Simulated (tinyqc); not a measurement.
What moves the results: tunnelling through a thin dielectric with one trap, as a tight-binding chain. A value that a table varies takes the place of the one given here.

Hopping -t everywhere, t = c/(m a^2), c = hbar^2/2m0; lead sites at 2t (band bottom 0), barrier sites 1 to N at 2t + phi, and site j has U besides. No voltage. Leads give S = -t exp(ika) on sites 1 and N, cos(ka) = 1 - E/(2t). T = (2 t sin(ka))^2 |G_1N|^2, G = (E - H - S)^-1. In the barrier cosh(q a) = 1 + (phi - E)/(2t).

Resonance: the lowest eigenvalue of H + S(E), iterated until its real part equals E (40 rounds from Eb = phi + 2t - sqrt(4t^2 + U^2), the level in an endless barrier). With v the normalised squared amplitudes of that state, Gamma_L = 2 t sin(ka) v_1, Gamma_R = 2 t sin(ka) v_N; Breit-Wigner T = Gamma_L Gamma_R/((E - Er)^2 + (Gamma_L + Gamma_R)^2/4).

Constants: hbar^2/2m0 = 3.80998211 eV angstrom^2.

Values chosen for the exercise (barrier and mass of the size used for SiO2 on silicon; the results hold for these values, not for the real material):

| symbol | value | unit | meaning |
|---|---|---|---|
| a | 2 | angstrom | site spacing |
| m | 0.43 | m0 | mass, the same in leads and barrier |
| phi | 3.17 | eV | conduction edge of the barrier above that of the leads |
| N | 10 |  | barrier sites |
| j | 5 |  | site of the trap |
| U | -5.4 | eV | extra energy on the trap site |
| E | 0.44 | eV | electron energy |

## Transmission around the level

Er = 0.61523 eV

widths (meV): left 0.69304, right 0.088682

Energies Er + x (Gamma_L + Gamma_R).

T:

| x | E (eV) | chain | Breit-Wigner | no trap |
|---|---|---|---|---|
| -8.0 | 0.6090 | 0.00153 | 0.00157 | 3.43e-09 |
| -3.0 | 0.6129 | 0.0108 | 0.0109 | 3.49e-09 |
| -1.0 | 0.6145 | 0.0802 | 0.0805 | 3.52e-09 |
| -0.5 | 0.6148 | 0.201 | 0.201 | 3.52e-09 |
| 0.0 | 0.6152 | 0.402 | 0.402 | 3.53e-09 |
| 0.5 | 0.6156 | 0.202 | 0.201 | 3.53e-09 |
| 1.0 | 0.6160 | 0.0807 | 0.0805 | 3.54e-09 |
| 3.0 | 0.6176 | 0.0110 | 0.0109 | 3.57e-09 |
| 8.0 | 0.6215 | 0.00161 | 0.00157 | 3.63e-09 |

At Er the chain gives 0.402, 1.14e+08 times the value without trap, and Breit-Wigner 0.402. In the wings the single pole gives 1.03 times the chain value at x = -8 and 0.974 times at x = 8, because the widths and the level shift change with energy.

## Where a trap does most harm

The trap is moved through the barrier. The area under the resonance, 2 pi Gamma_L Gamma_R/(Gamma_L + Gamma_R), sets the current through it.

Against position:

| j | Er (eV) | Gamma_L (meV) | Gamma_R (meV) | peak | area (meV) |
|---|---|---|---|---|---|
| 3 | 0.6027 | 41.3 | 0.00139 | 0.000135 | 0.00874 |
| 4 | 0.6139 | 5.40 | 0.0113 | 0.00834 | 0.0708 |
| 5 | 0.6152 | 0.693 | 0.0887 | 0.402 | 0.494 |
| 6 | 0.6152 | 0.0887 | 0.693 | 0.402 | 0.494 |
| 7 | 0.6139 | 0.0113 | 5.40 | 0.00834 | 0.0708 |
| 8 | 0.6027 | 0.00139 | 41.3 | 0.000135 | 0.00874 |

The area is largest at j = 5 and 6 (0.494 meV) and 56.5 times smaller at j = 3: the slower of the two steps limits the current, so traps in the middle carry most. Each site towards a lead multiplies its width by about 7.81, close to exp(2 q a) = 7.81 at Eb.

## Direct against trap-assisted paths

N odd, the trap in the middle, j = (N + 1)/2. Direct T is that without trap at the energy Er; area = 2 pi Gamma_L Gamma_R/(Gamma_L + Gamma_R). The exponents are the slopes of the logarithms between the last two rows, per angstrom.

Against thickness:

| N | N a (angstrom) | Er (eV) | direct T | area (meV) |
|---|---|---|---|---|
| 5 | 10.0 | 0.5892 | 9.54e-05 | 127 |
| 7 | 14.0 | 0.6123 | 1.67e-06 | 16.9 |
| 9 | 18.0 | 0.6151 | 2.76e-08 | 2.18 |
| 11 | 22.0 | 0.6154 | 4.52e-10 | 0.279 |
| 13 | 26.0 | 0.6155 | 7.40e-12 | 0.0357 |
| 15 | 30.0 | 0.6155 | 1.21e-13 | 0.00457 |
| 17 | 34.0 | 0.6155 | 1.98e-15 | 0.000584 |

exponents (1/angstrom): direct 1.0280, through the trap 0.5140

The direct path falls as exp(-1.028 d) and the path through a central trap as exp(-0.514 d), 2.00 times more slowly, since each step crosses half the layer. From 5 to 17 sites the first loses 10.7 decades and the second 5.3: in thicker layers even few traps rule the leakage. Inelastic capture with phonons is left out.

## What each parameter does

Resonance and log10 T at E. Each row changes one parameter from the base and keeps the others.

Results:

| case | Er (eV) | Gamma_L (meV) | Gamma_R (meV) | log10 T |
|---|---|---|---|---|
| base | 0.6152 | 0.6930 | 0.08868 | -6.033 |
| m = 0.396 m0 | 0.7483 | 1.239 | 0.1796 | -6.184 |
| phi = 3.27 eV | 0.7153 | 0.7201 | 0.09214 | -6.562 |
| N = 11 | 0.6153 | 0.6931 | 0.01135 | -6.954 |
| j = 4 | 0.6139 | 5.397 | 0.01130 | -6.026 |
| U = -5.238 eV | 0.7397 | 0.8651 | 0.1160 | -6.504 |

The largest shifts from the base row, up to three for each result and ties (the steps differ in size, so this ranks the rows, not the parameters). Er (eV): m +0.1330, U +0.1245, phi +0.1000. Gamma_L (meV): j +4.70, m +0.546, U +0.172. Gamma_R (meV): m +0.0909, j -0.0774, N -0.0773. log10 T: N -0.921, phi -0.529, U -0.471.

Computed by tinyqc, a small Python program: `OMP_NUM_THREADS=1 python tinyqc.py 1481690 1481691 out.jsonl` (the numbers bound the seed that draws the inputs); one thread of a shared host (Intel(R) Xeon(R) Processor @ 2.30GHz), about 0.1 s for the whole set of steps.
